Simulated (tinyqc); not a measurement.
Inside a calculation. Method: bound state in one dimension: Numerov shooting, finite differences, DVR. Computed by tinyqc, a small Python program that keeps every step. Settings: points = 96. Command: `OMP_NUM_THREADS=1 python tinyqc.py 30776 30777 out.jsonl` (the two numbers bound the seeds that draw the settings). One thread of a shared host (Intel(R) Xeon(R) Processor @ 2.60GHz), about 0.01 s of CPU time with the checks.

## Numerov steps at E = 0.1

One particle of mass 1 in V = 11.62 (1 - exp(-0.62 x))^2 (atomic units), psi = 0 at both ends:
```
parameter                 value
left end              -1.600000
right end                     7
intervals                    96
h                      0.089583
state sought (nodes)          2
```

k_i = 2 m (E - V_i); (1 + h^2 k_(i+1)/12) y_(i+1) = 2 (1 - 5 h^2 k_i/12) y_i - (1 + h^2 k_(i-1)/12) y_(i-1), from y_0 = 0, y_1 = 0.001.

Points along the way:
```
i         x        V         k       y
0   -1.6000  33.4485  -66.6970  0.0000
1   -1.5104  27.9506  -55.7012  0.0010
2   -1.4208  23.2038  -46.2075  0.0024
3   -1.3313  19.1197  -38.0394  0.0048
4   -1.2417  15.6199  -31.0397  0.0087
5   -1.1521  12.6345  -25.0690  0.0147
32   1.2667   3.4392   -6.6784  2.3476
33   1.3562   3.7577   -7.3154  2.8777
34   1.4458   4.0720   -7.9440  3.5781
35   1.5354   4.3809   -8.5618  4.5085
36   1.6250   4.6835   -9.1671  5.7514
37   1.7146   4.9791   -9.7583  7.4210
```

## Bisection on the node count

With more sign changes than the state has nodes (the last point included) the energy is too high, else too low; the bracket starts as 0.1 to 10.

Trials:
```
trial         E  sign changes  y at the right end   next
1      5.050000             2            2.33e+05  raise
2      7.525000             3           -5.23e+02  lower
3      6.287500             3           -3.04e+02  lower
4      5.668750             2            4.32e+04  raise
5      5.978125             2            1.13e+04  raise
6      6.132812             2            3.81e+03  raise
7      6.210156             2            1.41e+03  raise
8      6.248828             2            4.78e+02  raise
9      6.268164             2            6.91e+01  raise
10     6.277832             3           -1.22e+02  lower
11     6.272998             3           -2.75e+01  lower
12     6.270581             2            2.05e+01  raise
13     6.271790             3           -3.56e+00  lower
14     6.271185             2            8.47e+00  raise
...         ...           ...                 ...    ...
28     6.271610             3           -3.33e-05  lower
29     6.271610             2            3.33e-04  raise
30     6.271610             2            1.50e-04  raise
```

eigenvalue = 6.271610 hartree

## The same grid by other methods

Three-point finite differences and the sine-DVR kinetic matrix of Colbert and Miller on the same points.

Lowest levels (hartree):
```
state  finite differences     DVR
0                  1.4444  1.4464
1                  4.0431  4.0511
2                  6.2560  6.2717
3                  8.0861  8.1080
4                  9.5356  9.5598
```
